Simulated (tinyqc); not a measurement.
# Non-radiative capture by multiphonon emission, one effective mode, step by step

A worked calculation. Computed by tinyqc, a small Python program that keeps every step. Command: `OMP_NUM_THREADS=1 python tinyqc.py 3031323 3031324 out.jsonl capture walk`. One thread of a shared host (Intel(R) Xeon(R) Processor @ 2.30GHz), about 0.02 s of CPU time with the checks. Intermediate numbers are printed to about 5 digits and carried at full precision; extremes and crossings named in words are read from the listed rows.

The initial state (free carrier plus empty centre) lies dE above the final state; both have the same frequency and are displaced by dQ.

Inputs (values chosen for the exercise, with mass, screening and phonons like those of 4H-SiC):
```
quantity,value,unit
energy released dE,1.34,eV
phonon energy hbar omega,65.8,meV
Huang-Rhys factor S,13.4,-
electron-phonon coupling W,0.0023,eV/(u^(1/2) angstrom)
cell volume V,1830,angstrom^3
degeneracy g,4,-
broadening b,46,meV
carrier mass m,0.392,m_0
dielectric constant eps,9.59,-
temperature T,300,K
defect density N_t,5e+13,cm^-3
```

Centre: attractive.

Constants: hbar^2/u = 4.18015928e-03 eV angstrom^2; k_B = 8.617333262e-05 eV/K; hbar = 6.582119569e-16 eV s; Ry = 13.605693123 eV; k_B = 1.380649e-23 J/K; m_0 = 9.1093837015e-31 kg.

## Geometry of the two curves

dQ = sqrt(2 S (hbar^2/u)/hbar omega); relaxation energy lambda = S hbar omega; phonons needed P = dE/hbar omega; classical barrier E_b = (dE - lambda)^2/(4 lambda); occupation n = 1/(exp(hbar omega/k_B T) - 1).

dQ = 1.3048 u^(1/2) angstrom

lambda = 0.88172 eV

P = 20.365

classical barrier E_b = 0.059549 eV

occupation n = 0.085132

dE exceeds lambda: the inverted case usual for deep centres, in which the curves cross on the far side of the initial minimum.

## Phonon weights near resonance

Huang-Rhys weight for a net emission of p phonons: L_p = exp(-S (2n + 1)) ((n + 1)/n)^(p/2) I_p(2 S sqrt(n (n + 1))), I_p the modified Bessel function. M_p = sum_m w_m <m_i|Q|(m + p)_f>^2 with Q counted from the final minimum and Boltzmann weights w_m for m = 0..24; <m_i|Q|k_f> = sqrt((hbar^2/u)/(2 hbar omega)) [sqrt(k) <m|k-1> + sqrt(k+1) <m|k+1>], with overlaps of oscillators displaced by d = sqrt(2 S) summed on 1500 points from -16 to 16 + d. The delta function is a Gaussian of standard deviation b at dE - p hbar omega.

Weights:
```
p,L_p,M_p (u angstrom^2),Gaussian (1/eV)
17,0.062169,0.13619,8.0882e-05
18,0.047988,0.11216,2.8415e-02
19,0.035243,0.08770,1.2901e+00
20,0.024681,0.06527,7.5691e+00
21,0.016515,0.04633,5.7392e+00
22,0.010579,0.03142,5.6237e-01
23,0.006498,0.02041,7.1215e-03
```

## Capture coefficient before scaling

C_0 = V (2 pi/hbar) g W^2 sum_p M_p Gaussian_p. The sum runs over the seven p from round(P) - 3 to round(P) + 3; 1 angstrom^3 = 1e-24 cm^3.

sum_p M_p Gaussian_p = 0.89404 u angstrom^2/eV

C_0 = 3.3047e-10 cm^3/s

## Scaled coefficient, cross-section and lifetime

Sommerfeld factor of an attractive centre: s(k) = 2 pi nu/(1 - exp(-2 pi nu)), nu = sqrt(Ry*/E), Ry* = Ry m/eps^2, averaged over (2/sqrt(pi)) sqrt(x) exp(-x) dx with x = E/k_B T = t^2 (trapezoid, t to 6 in steps of 0.01). C = s C_0; v = sqrt(3 k_B T/m); sigma = C/v; tau = 1/(C N_t).

Sommerfeld factor s = 10.627

capture coefficient C = 3.5120e-09 cm^3/s

thermal velocity v = 1.8654e+07 cm/s

cross-section sigma = 1.8827e-16 cm^2

capture time = 5.6948e-06 s

## Quantum against classical capture

C_0 = V (2 pi/hbar) g W^2 sum_p M_p Gaussian_p. Here the sum runs over all p. Classical (Marcus) form: replace the sum by Q_c^2 exp(-E_b/k_B T)/sqrt(4 pi lambda k_B T), Q_c = dQ (dE + lambda)/(2 lambda). The last column is -k_B d ln C_0/d(1/T) from this row and the one above.

Against temperature:
```
T (K),"C_0, quantum (cm^3/s)","C_0, classical (cm^3/s)",Sommerfeld factor,activation energy (eV)
61,2.8774e-10,4.9780e-14,23.548,-
110,2.8826e-10,5.7624e-12,17.537,2.1212e-05
190,2.9744e-10,6.1755e-11,13.346,7.0579e-04
310,3.3416e-10,1.9761e-10,10.455,4.9238e-03
460,3.9096e-10,3.3557e-10,8.595,1.2862e-02
690,4.5858e-10,4.5208e-10,7.040,1.8969e-02
1100,5.1070e-10,5.2007e-10,5.619,1.7174e-02
1500,5.1768e-10,5.2658e-10,4.854,4.8220e-03
```

At 61.0 K the quantum value is 5800 times the classical one: C_0 comes from tunnelling out of the lowest level and hardly depends on T. At 1500 K the ratio is 0.98. The largest apparent activation energy is 0.019 eV against the classical barrier of 0.060 eV; a barrier below one phonon energy gives no activated range. The measured coefficient is C = s C_0, and s changes by a factor 0.21 over these rows, so C changes by 0.37 where C_0 changes by 1.8.

Checks made by the program: Bessel formula against the sum over overlaps (relative difference below 1e-10).
